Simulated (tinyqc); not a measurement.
# Sub-threshold conduction and electro-thermal threshold of an amorphous chalcogenide: effects of single changes

Trap-limited conduction: I = I0 exp(-Ea/kB T) sinh(q V dz/(2 ua kB T)), I0 = 2 q A Nt dz/ta. One lumped temperature T = T0 + Rt I V. The threshold is the largest V for which a steady state exists on the low-current branch.

Inputs (values chosen for the exercise); values of the order of Ge-Sb-Te and related chalcogenides: ambient temperature T0 = 330 K; cross-section A = 600 nm^2; amorphous thickness ua = 39 nm; distance between traps dz = 7.3 nm; activation energy Ea = 0.23 eV; trap density Nt = 8.2e18 cm^-3; attempt time ta = 1e-15 s; thermal resistance Rt = 3 K/uW; drift exponent nu = 0.07.

Constants: q = 1.602176634e-19 C, kB = 1.380649e-23 J/K. Results are converted to the units shown.

Each table varies one quantity; the others keep the values above.

## Resistance drift

The low-field resistance drifts as R = R0 (t/1 s)^nu, R0 = 2 ua kB T0 exp(Ea/kB T0)/(q dz I0). Read as a growth of Ea, this is dEa = nu kB T0 ln(t/1 s).

Results:

| t (s) | R (Mohm) | R/R0 | dEa (meV) |
|---|---|---|---|
| 0.001 | 0.05299 | 0.6166 | -13.75 |
| 1 | 0.08594 | 1.000 | 0 |
| 100 | 0.1186 | 1.380 | 9.167 |
| 10000 | 0.1638 | 1.905 | 18.33 |
| 1e6 | 0.2260 | 2.630 | 27.50 |
| 3e8 | 0.3370 | 3.921 | 38.86 |

Estimate the missing row, t = 0.1 s.

Computed row:

| t (s) | R (Mohm) | R/R0 | dEa (meV) |
|---|---|---|---|
| 0.1 | 0.07315 | 0.8511 | -4.584 |

With this row back in the table: R grows by a factor of 1.17 a decade and 3.92 from 1 s to 3e8 s. A level that lies a factor of 3 below a fixed read threshold at 1 s reaches it after 6.55e6 s.

## Threshold against ambient temperature

Same model as above.

The threshold is the first local maximum over T of the V that solves Rt I(V, T) V = T - T0.

Threshold against ambient temperature:

| T0 (K) | Vth (V) | T - T0 (K) | Ith (uA) | field (MV/cm) |
|---|---|---|---|---|
| 230 | 0.9614 | 47.38 | 16.43 | 0.2465 |
| 260 | 0.8413 | 57.69 | 22.86 | 0.2157 |
| 300 | 0.7058 | 74.91 | 35.38 | 0.1810 |
| 330 | 0.6233 | 92.06 | 49.23 | 0.1598 |
| 360 | 0.5572 | 115.1 | 68.86 | 0.1429 |
| 400 | 0.4921 | 162.6 | 110.1 | 0.1262 |

What does the table show?

Vth falls from 0.961 to 0.492 V, on average -2.76 mV/K, and the rise at threshold rises from 47.4 to 163 K: a warmer layer conducts more and needs less field to reach runaway.

Range of the model: Purely electronic switching mechanisms, filaments and series resistance are left out.

tinyqc, about 0.01 s, one thread, Intel Xeon 2.30GHz (shared host): `OMP_NUM_THREADS=1 python tinyqc.py 2490129 2490130 out.jsonl`
